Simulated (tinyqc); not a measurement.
Random telegraph noise from one oxide trap in a small MOSFET: one step of the calculation.

An acceptor-like trap exchanges electrons with the channel. Inversion charge Q = Cox u, u = n Vt W0(exp((Vg - VT)/(n Vt))), W0 the Lambert function, n = nf, Cox = eps0 eox/tox; linear regime Id = (W/L) mu Q Vd. Relative to threshold the surface potential rises by Vt ln(u/u0) and the oxide voltage by the rest of Vg - VT, with u0 = n Vt W0(1).

Question. Step height. A = W L; threshold step dV = q (1 - xt/tox)/(Cox A); gm/Id = 1/(u + n Vt); relative step dI/I = (gm/Id) dV + asc mu/A. Id as defined.

Parameters, values chosen for the exercise; values of the order met in silicon transistors:

| symbol | value | unit | meaning |
|---|---|---|---|
| T | 250 | K | temperature |
| eox | 7.34 |  | relative permittivity of the gate insulator (close to silicon nitride) |
| tox | 5.1 | nm | insulator thickness |
| xt | 1.5 | nm | depth of the trap from the channel interface |
| nf | 1.18 |  | body factor |
| W | 83 | nm | gate width |
| L | 45 | nm | gate length |
| mu | 110 | cm^2/(V s) | mobility |
| asc | 8.2e-16 | V s | scattering coefficient of the charged trap |
| Vd | 0.05 | V | drain voltage |

Constants: q = 1.602176634e-19 C, kB = 1.380649e-23 J/K, Vt = kB T/q, eps0 = 8.8541878128e-14 F/cm where lengths are in cm. Results are converted to the units shown.

u = 0.32520473 V
N = 2.5865512e12 cm^-2

Wanted: electrons in the channel N A; dV; gm/Id; number part of dI/I; dI/I; Id; dI.

Answer.

electrons in the channel N A = 96.608
dV = 2.3762 mV
gm/Id = 2.8520 1/V
number part of dI/I = 0.67769 %
dI/I = 0.91919 %
Id = 4.2040 uA
dI = 38.643 nA

Range of the model: VT is taken as given; short-channel effects and the uneven flow of current among few electrons are left out.

tinyqc, about 0.01 s, one thread, Intel Xeon 2.30GHz (shared host): `OMP_NUM_THREADS=1 python tinyqc.py 2710155 2710156 out.jsonl`
